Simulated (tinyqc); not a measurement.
Inside a calculation. Method: G0W0 on RHF in the sto-6g basis, for H2, spin multiplicity 1. One step of it, computed by the program tinyqc.

Problem. Screening: direct RPA. With D = e_a - e_i and K = (ia|jb): diagonalise D^(1/2) (D + 4K) D^(1/2) = Z w^2 Z^T; X + Y = D^(1/2) Z w^(-1/2), each column of Z with its largest component positive (the first on a tie); E_c = (sum w - tr (D + 2K)) / 2.

orbital energies (hartree): MO1 -0.570622, MO2 0.637694

Two-electron integrals over orbitals (pq|rs), unique and non-zero (hartree):
```
p,q,r,s,(pq|rs)
1,1,1,1,0.668967
2,1,2,1,0.183196
2,2,1,1,0.659185
2,2,2,2,0.693613
```

Give: D^(1/2) (D + 4K) D^(1/2); excitation energies w; X + Y; RPA correlation energy.

Solution.

D^(1/2) (D + 4K) D^(1/2) (hartree^2):
```
,1>2
1>2,2.3455
```

excitation energies w (hartree): 1.5315

X + Y:
```
,1
1>2,0.8882
```

RPA correlation energy = -0.021609 hartree
